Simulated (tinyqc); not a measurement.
Delta-doped HEMT, charge control: effect of the temperature.

A two-dimensional electron gas of density ns under a barrier. EF and the subbands are counted from the conduction-band edge of the channel at the interface. Two subbands of a triangular well with an infinite wall, parabolic band, no carriers in the barrier.

Fully depleted barrier with eb = ebr: Vp = q ND (d - ds)/(eps0 eb); donors per area ND; Voff = phiB - dEc - Vp. F = q (eta ns + Nb)/(eps0 ec) in eV/nm; E_k = a_k (C F^2/me)^(1/3), a_0 = 2.338107, a_1 = 4.087949, C = hbar^2/(2 m0); D = me m0 q/(pi hbar^2); ns = D Vt [ln(1 + exp((EF - E_0)/Vt)) + ln(1 + exp((EF - E_1)/Vt))], which gives EF = E_0 + Vt ln{2 s/[(1 + u) + sqrt((1 + u)^2 + 4 u s)]} with s = exp(ns/(D Vt)) - 1, u = exp((E_0 - E_1)/Vt). Charge control: ns + Nb = eps0 eb (Vg - Voff - EF)/(q d). Gate capacitance C = q dns/dVg = eps0 eb/(d + dd), dd = (eps0 eb/q) dEF/dns.

Inputs (values chosen for the exercise); material values close to those of InGaP on GaAs:

| symbol | value | unit | meaning |
|---|---|---|---|
| d | 28 | nm | barrier thickness from gate to channel |
| ds | 4.5 | nm | undoped spacer next to the channel |
| me | 0.0678 | m0 | electron mass in the channel |
| ec | 12.6 |  | relative permittivity of the channel |
| ebr | 11.6 |  | relative permittivity of the barrier |
| phiB | 0.944 | eV | barrier height of the gate |
| dEc | 0.13 | eV | conduction-band offset |
| ND | 3.6e12 | cm^-2 | sheet density of the donor plane at ds from the channel |
| eta | 0.5 |  | share of ns that counts in the confining field |
| Nb | 0 | cm^-2 | depletion charge of the buffer |
| Vg | 0 | V | gate voltage |

Constants: q = 1.602176634e-19 C, kB = 1.380649e-23 J/K, hbar = 1.054571817e-34 J s, m0 = 9.1093837015e-31 kg, Vt = kB T/q, eps0 = 8.8541878128e-14 F/cm where lengths are in cm, hbar^2/(2 m0) = 0.0380998212 eV nm^2. Results are converted to the units shown.

The same in every row: Voff (V) = -0.5057.

Effect of the temperature:
```
T (K)  ns (cm^-2)  EF (eV)  EF - E_0 (eV)  second subband (%)  dd (nm)  C (uF/cm^2)  EF/dEc
20       9.266e11   0.1010        0.03272            1.241e-4    5.411       0.3074  0.7767
77       9.274e11   0.1006        0.03232               1.159    5.432       0.3072  0.7739
150      9.332e11  0.09808        0.02950               6.653    5.614       0.3056  0.7545
220      9.432e11  0.09372        0.02465               12.26    5.903       0.3029  0.7209
300      9.586e11  0.08701        0.01719               17.51    6.280       0.2996  0.6693
400      9.821e11  0.07672       0.005766               22.44    6.758       0.2955  0.5902
500      1.009e12  0.06491      -0.007344               26.05    7.216       0.2916  0.4993
```

As T goes from 20 to 500, ns rises from 9.27e11 to 1.01e12 cm^-2, EF falls from 0.101 to 0.0649 eV and C falls from 0.307 to 0.292 uF/cm^2. Voff stays at -0.506 V. The second subband holds over 20 % for T = 400, 500, where the higher subbands left out would add electrons. For T = 20, 77, 150, 220, 300, 400, 500 the band minimum in the barrier comes within 3 Vt of EF or below it, so the barrier is no longer depleted and takes electrons that the model puts in the channel.

tinyqc, about 0.01 s, one thread, Intel Xeon 2.30GHz (shared host): `OMP_NUM_THREADS=1 python tinyqc.py 2180104 2180105 out.jsonl`
